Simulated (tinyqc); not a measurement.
Nudged elastic band on a two-dimensional model surface: one step, computed by the program tinyqc. Command: `OMP_NUM_THREADS=1 python tinyqc.py 3019169 3019170 out.jsonl neb walk`. One thread of a shared host (Intel(R) Xeon(R) Processor @ 2.30GHz), about 0.4 s of CPU time with the checks.

V(x, y) = h u^2 + t x + (kappa/2)(y + c u)^2 with u = x^2/w^2 - 1; the path runs from the minimum near (-w, 0) to that near (w, 0).

Question. Stationary points. Newton steps x(new) = x - H^-1 grad V (moves limited to 0.3 angstrom) from (-w, 0), (w, 0) and (0, c) give the two minima and the saddle.

Inputs (values chosen for the exercise, for a model surface): height h = 1.4 eV; half width w = 0.91 angstrom; transverse stiffness kappa = 3.6 eV/angstrom^2; curvature c = 0.29 angstrom; tilt t = 0.19 eV/angstrom.

Surface: curved double well. Climbing image: on.

Give: positions; energies; barrier from the start.

Answer.

positions (angstrom), rows start, end, saddle, columns x, y:
```
[[-0.9237, -0.0088],
 [0.8956, 0.0091],
 [0.0281, 0.2897]]
```

energies (eV): start -0.174, end 0.172, saddle 1.403

barrier from the start = 1.577 eV
